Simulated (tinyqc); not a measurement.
Worked calculation: RKS/exchange-only LDA in the 6-31g basis, for H2, spin multiplicity 1. Computed by tinyqc, a small Python program that keeps every step (integrals from PySCF). Settings: charge = 0, multiplicity = 1, basis = 6-31g, energy threshold = 1e-10, iteration cap = 65, orthogonalisation = symmetric, start = random, DIIS depth = 0, damping = 0.3, method = RKS, functional = Slater exchange alone, grid = [10, 50]. Command: `OMP_NUM_THREADS=1 python tinyqc.py 29761 29762 out.jsonl` (the two numbers bound the seeds that draw the settings). One thread of a shared host (Intel(R) Xeon(R) Processor @ 2.60GHz), about 0.1 s of CPU time with the checks. Later iterations appear only in the table of the cycle.

## One-electron integrals

Geometry (angstrom):
```
atom         x         y         z
H     0.000000  0.000000  0.000000
H     0.000000  0.000000  1.090000
```

Basis 6-31g: exponents (1/bohr^2) and contraction coefficients of normalised primitives:
```
element  l (shell)   exponent  coefficient
H            s (1)  18.731137     0.033495
H            s (1)   2.825394     0.234727
H            s (1)   0.640122     0.813757
H            s (2)   0.161278     1.000000
```

Overlap, kinetic and nuclear-attraction integrals over the contracted functions; the nuclear repulsion is the sum of Za Zb / Rab.

nuclear repulsion = 0.48548368 hartree

overlap S, lower triangle:
```
          1H 1s     1H 2s     2H 1s     2H 2s
1H 1s  1.000000
1H 2s  0.658292  1.000000
2H 1s  0.199824  0.376962  1.000000
2H 2s  0.376962  0.710254  0.658292  1.000000
```

kinetic energy T (hartree), lower triangle:
```
           1H 1s     1H 2s     2H 1s     2H 2s
1H 1s   1.395678
1H 2s   0.259735  0.241917
2H 1s  -0.008717  0.093165  1.395678
2H 2s   0.093165  0.132631  0.259735  0.241917
```

nuclear attraction V (hartree), lower triangle:
```
           1H 1s      1H 2s      2H 1s      2H 2s
1H 1s  -2.138399
1H 2s  -1.059316  -1.078736
2H 1s  -0.370878  -0.622914  -2.138399
2H 2s  -0.622914  -0.816358  -1.059316  -1.078736
```

core Hamiltonian H = T + V (hartree), lower triangle:
```
           1H 1s      1H 2s      2H 1s      2H 2s
1H 1s  -0.742721
1H 2s  -0.799581  -0.836819
2H 1s  -0.379595  -0.529749  -0.742721
2H 2s  -0.529749  -0.683727  -0.799581  -0.836819
```

## Two-electron integrals

Functions are numbered as in S; the eight-fold symmetry (ij|kl) = (ji|kl) = (kl|ij) leaves the list below.

Two-electron integrals (ij|kl) in chemists' order, unique and non-zero (hartree):
```
(11|11) 1.076566   (21|11) 0.578470   (21|21) 0.329423   (22|11) 0.587396
(22|21) 0.361304   (22|22) 0.453150   (31|11) 0.156160   (31|21) 0.091807
(31|22) 0.105320   (31|31) 0.036841   (32|11) 0.207361   (32|21) 0.130192
(32|22) 0.168352   (32|31) 0.057622   (32|32) 0.106937   (33|11) 0.480332
(33|21) 0.310096   (33|22) 0.422388   (33|31) 0.156160   (33|32) 0.320826
(33|33) 1.076566   (41|11) 0.320826   (41|21) 0.184051   (41|22) 0.204232
(41|31) 0.057622   (41|32) 0.084241   (41|33) 0.207361   (41|41) 0.106937
(42|11) 0.380337   (42|21) 0.236595   (42|22) 0.304404   (42|31) 0.081615
(42|32) 0.141800   (42|33) 0.380337   (42|41) 0.141800   (42|42) 0.228596
(43|11) 0.310096   (43|21) 0.198728   (43|22) 0.269369   (43|31) 0.091807
(43|32) 0.184051   (43|33) 0.578470   (43|41) 0.130192   (43|42) 0.236595
(43|43) 0.329423   (44|11) 0.422388   (44|21) 0.269369   (44|22) 0.367966
(44|31) 0.105320   (44|32) 0.204232   (44|33) 0.587396   (44|41) 0.168352
(44|42) 0.304404   (44|43) 0.361304   (44|44) 0.453150
```

## Orthogonalisation

S = U s U^T; symmetric (Loewdin) form X = U s^(-1/2) U^T, so that X^T S X = 1.

eigenvalues of S: 0.165118  0.388790  0.924804  2.521288

X, lower triangle:
```
           1H 1s      1H 2s      2H 1s     2H 2s
1H 1s   1.253168
1H 2s  -0.499551   1.614014
2H 1s  -0.019827   0.026712   1.253168
2H 2s   0.026712  -0.613804  -0.499551  1.614014
```

## Starting guess

The start is random orthonormal orbitals; D = 2 C_occ C_occ^T.

D at the start, lower triangle:
```
           1H 1s      1H 2s     2H 1s     2H 2s
1H 1s   1.432781
1H 2s   0.320685   0.071776
2H 1s  -0.769980  -0.172337  0.413789
2H 2s  -0.716235  -0.160308  0.384906  0.358040
```

## Iteration 1: exchange-correlation on the grid

Becke grid with 10 radial and 50 angular points per atom, points of zero weight dropped. rho = sum D_ij phi_i phi_j; V_xc,ij = sum w v_xc phi_i phi_j; v_xc is d(rho eps)/d rho.

The 12 grid points with the largest w rho, of 994 (bohr, atomic units):
```
x                  y          z         w       rho     eps_xc       v_xc
-0.748398   0.000000  -0.748398  0.180876  0.074270  -0.310448  -0.413931
0.000000    0.748398  -0.748398  0.180876  0.074270  -0.310448  -0.413931
0.000000   -0.748398  -0.748398  0.180876  0.074270  -0.310448  -0.413931
0.748398    0.000000  -0.748398  0.180876  0.074270  -0.310448  -0.413931
0.319118    0.319118  -0.957354  0.161634  0.076527  -0.313562  -0.418083
0.319118   -0.319118  -0.957354  0.161634  0.076527  -0.313562  -0.418083
-0.319118   0.319118  -0.957354  0.161634  0.076527  -0.313562  -0.418083
-0.319118  -0.319118  -0.957354  0.161634  0.076527  -0.313562  -0.418083
-0.611065   0.611065  -0.611065  0.169008  0.072548  -0.308030  -0.410707
0.611065   -0.611065  -0.611065  0.169008  0.072548  -0.308030  -0.410707
0.611065    0.611065  -0.611065  0.169008  0.072548  -0.308030  -0.410707
-0.611065  -0.611065  -0.611065  0.169008  0.072548  -0.308030  -0.410707
```

electrons on the grid, sum of w rho = 1.997565

E_xc = sum of w rho eps_xc = -0.70560994 hartree

V_xc (hartree), lower triangle:
```
           1H 1s      1H 2s      2H 1s      2H 2s
1H 1s  -0.520660
1H 2s  -0.247478  -0.198992
2H 1s  -0.065356  -0.113409  -0.402854
2H 2s  -0.132459  -0.144611  -0.207365  -0.199216
```

## Iteration 1: building the Kohn-Sham matrix

J_ij = sum D_kl (ij|kl); F = H + J + V_xc; E = tr D H + tr D J / 2 + E_xc + E_nn.

Coulomb J (hartree), lower triangle:
```
          1H 1s     1H 2s     2H 1s     2H 2s
1H 1s  1.650895
1H 2s  0.918023  1.009387
2H 1s  0.277881  0.448519  1.248470
2H 2s  0.522262  0.716061  0.746244  0.916469
```

Kohn-Sham matrix F (hartree), lower triangle:
```
           1H 1s      1H 2s      2H 1s      2H 2s
1H 1s   0.387514
1H 2s  -0.129036  -0.026424
2H 1s  -0.167069  -0.194639   0.102895
2H 2s  -0.139946  -0.112277  -0.260702  -0.119566
```

total energy of this density = 0.10836591 hartree

This density is the starting one.

## Iteration 1: diagonalisation and new density

Diagonalise F' = X^T F X, C = X C', fill 1 alpha and 1 beta electrons from the bottom; D = 2 C_occ C_occ^T; the new density keeps 0.3 of the old one (damping). Each column has its largest component positive (the first on a tie).

F' = X^T F X (hartree), lower triangle:
```
           1          2          3         4
1   0.761832
2  -0.444107   0.323837
3  -0.108043  -0.054060   0.453927
4  -0.023525  -0.099562  -0.449663  0.224646
```

orbital energies (hartree): MO1 -0.202979, MO2 0.125099, MO3 0.784686, MO4 1.057437

coefficients C:
```
            MO1        MO2        MO3        MO4
1H 1s  0.136298   0.195585   0.315506  -1.290238
1H 2s  0.122936   1.211298   0.011776   1.322712
2H 1s  0.347092  -0.136128   1.240473   0.378566
2H 2s  0.585457  -0.954457  -1.227012  -0.687571
```

D after iteration 1, lower triangle:
```
           1H 1s     1H 2s     2H 1s     2H 2s
1H 1s   0.455842
1H 2s   0.119664  0.042691
2H 1s  -0.164763  0.008037  0.292798
2H 2s  -0.103155  0.052671  0.399962  0.587276
```

## Iteration 2: exchange-correlation on the grid

As before.

The 12 grid points with the largest w rho, of 994 (bohr, atomic units):
```
x                  y         z         w       rho     eps_xc       v_xc
-1.236474  -1.236474  2.059801  0.700956  0.014147  -0.178625  -0.238167
-1.236474   1.236474  2.059801  0.700956  0.014147  -0.178625  -0.238167
1.236474   -1.236474  2.059801  0.700956  0.014147  -0.178625  -0.238167
1.236474    1.236474  2.059801  0.700956  0.014147  -0.178625  -0.238167
0.000000    0.748398  2.808200  0.180876  0.054607  -0.280201  -0.373601
0.000000   -0.748398  2.808200  0.180876  0.054607  -0.280201  -0.373601
-0.748398   0.000000  2.808200  0.180876  0.054607  -0.280201  -0.373601
0.748398    0.000000  2.808200  0.180876  0.054607  -0.280201  -0.373601
-0.748398   0.748398  2.059801  0.180474  0.054462  -0.279951  -0.373268
-0.748398  -0.748398  2.059801  0.180474  0.054462  -0.279951  -0.373268
0.748398    0.748398  2.059801  0.180474  0.054462  -0.279951  -0.373268
0.748398   -0.748398  2.059801  0.180474  0.054462  -0.279951  -0.373268
```

electrons on the grid, sum of w rho = 1.998911

E_xc = sum of w rho eps_xc = -0.51931749 hartree

V_xc (hartree), lower triangle:
```
           1H 1s      1H 2s      2H 1s      2H 2s
1H 1s  -0.414170
1H 2s  -0.217558  -0.213862
2H 1s  -0.078600  -0.140252  -0.452406
2H 2s  -0.129461  -0.175496  -0.245544  -0.247614
```

## Iteration 2: building the Kohn-Sham matrix

As before.

Coulomb J (hartree), lower triangle:
```
          1H 1s     1H 2s     2H 1s     2H 2s
1H 1s  1.216768
1H 2s  0.724705  0.886754
2H 1s  0.264162  0.474263  1.385099
2H 2s  0.437982  0.692594  0.816259  0.965759
```

Kohn-Sham matrix F (hartree), lower triangle:
```
           1H 1s      1H 2s      2H 1s      2H 2s
1H 1s   0.059877
1H 2s  -0.292434  -0.163927
2H 1s  -0.194034  -0.195738   0.189972
2H 2s  -0.221227  -0.166629  -0.228865  -0.118674
```

total energy of this density = -0.64676395 hartree

This density is a damped mixture and is not idempotent.

## Iteration 2: diagonalisation and new density

As before.

F' = X^T F X (hartree), lower triangle:
```
           1          2          3         4
1   0.414897
2  -0.455578   0.205192
3  -0.110294  -0.039437   0.552090
4  -0.052468  -0.108069  -0.447866  0.251409
```

orbital energies (hartree): MO1 -0.273543, MO2 0.045015, MO3 0.744725, MO4 0.907392

coefficients C:
```
            MO1        MO2        MO3        MO4
1H 1s  0.328152  -0.206908   1.136850   0.614950
1H 2s  0.458601  -0.983391  -1.070460  -0.953312
2H 1s  0.215172   0.244171   0.556440  -1.185556
2H 2s  0.236164   1.108619  -0.262005   1.370622
```

D after iteration 2, lower triangle:
```
          1H 1s     1H 2s     2H 1s     2H 2s
1H 1s  0.287510
1H 2s  0.246587  0.307249
2H 1s  0.049424  0.140561  0.152658
2H 2s  0.077550  0.167428  0.191131  0.254266
```

## Iteration 22 (converged): orbitals

converged F (hartree), lower triangle:
```
           1H 1s      1H 2s      2H 1s      2H 2s
1H 1s   0.107283
1H 2s  -0.271146  -0.153377
2H 1s  -0.196171  -0.213343   0.107284
2H 2s  -0.213344  -0.173934  -0.271146  -0.153377
```

Diagonalise F' = X^T F X, C = X C', fill 1 alpha and 1 beta electrons from the bottom; D = 2 C_occ C_occ^T. Each column has its largest component positive (the first on a tie).

F' = X^T F X (hartree), lower triangle:
```
           1          2          3         4
1   0.465792
2  -0.453341   0.216276
3  -0.109101  -0.046010   0.465793
4  -0.046010  -0.105331  -0.453341  0.216276
```

orbital energies (hartree): MO1 -0.280428, MO2 0.021686, MO3 0.748065, MO4 0.874814

coefficients C:
```
            MO1        MO2        MO3        MO4
1H 1s  0.274824  -0.234056   0.892653   0.945488
1H 2s  0.350406  -1.047891  -0.699442  -1.233686
2H 1s  0.274823   0.234056   0.892649  -0.945493
2H 2s  0.350404   1.047892  -0.699435   1.233689
```

D after iteration 22, lower triangle:
```
          1H 1s     1H 2s     2H 1s     2H 2s
1H 1s  0.151056
1H 2s  0.192600  0.245568
2H 1s  0.151056  0.192599  0.151055
2H 2s  0.192599  0.245567  0.192598  0.245566
```

## Convergence

Stop when the energy changes by less than 1e-10 hartree and every element of the error matrix X^T (F D S - S D F) X is below 3e-06.

Course of the cycle:
```
iteration  E (hartree)     change  largest element of the error matrix
1           0.10836591          -                             5.70e-01
2          -0.64676395  -7.55e-01                             2.05e-01
3          -0.89236110  -2.46e-01                             7.25e-02
4          -0.97179008  -7.94e-02                             4.00e-02
5          -0.99738544  -2.56e-02                             1.72e-02
6          -1.00561117  -8.23e-03                             9.96e-03
7          -1.00824669  -2.64e-03                             5.23e-03
8          -1.00908870  -8.42e-04                             2.98e-03
9          -1.00935700  -2.68e-04                             1.62e-03
10         -1.00944228  -8.53e-05                             9.05e-04
11         -1.00946933  -2.71e-05                             4.98e-04
12         -1.00947790  -8.56e-06                             2.76e-04
13         -1.00948060  -2.71e-06                             1.52e-04
14         -1.00948145  -8.53e-07                             8.42e-05
15         -1.00948172  -2.69e-07                             4.65e-05
16         -1.00948181  -8.45e-08                             2.57e-05
17         -1.00948183  -2.65e-08                             1.42e-05
18         -1.00948184  -8.33e-09                             7.85e-06
19         -1.00948185  -2.61e-09                             4.34e-06
20         -1.00948185  -8.17e-10                             2.40e-06
21         -1.00948185  -2.55e-10                             1.32e-06
22         -1.00948185  -7.98e-11                             7.32e-07
```

PySCF RKS in the same basis, fine grid = -1.00957830 hartree

Converged in 22 iterations. The coarse grid moves the energy by +9.65e-05 hartree.

## Populations, bond orders and dipole

Mulliken: Z minus the diagonal of D S on the atom; Loewdin: the same with S^(1/2) D S^(1/2); Mayer order: 2 sum_s sum (D(s) S)_ij (D(s) S)_ji over the two atoms.

Charges (e):
```
atom   Mulliken    Loewdin
1H    -2.43e-06  -1.89e-06
2H     2.43e-06   1.89e-06
```

Mayer bond orders:
```
pair     order
2-1   1.000000
```

dipole moment about the origin, x y z (debye): 0.000000  0.000000  0.000012
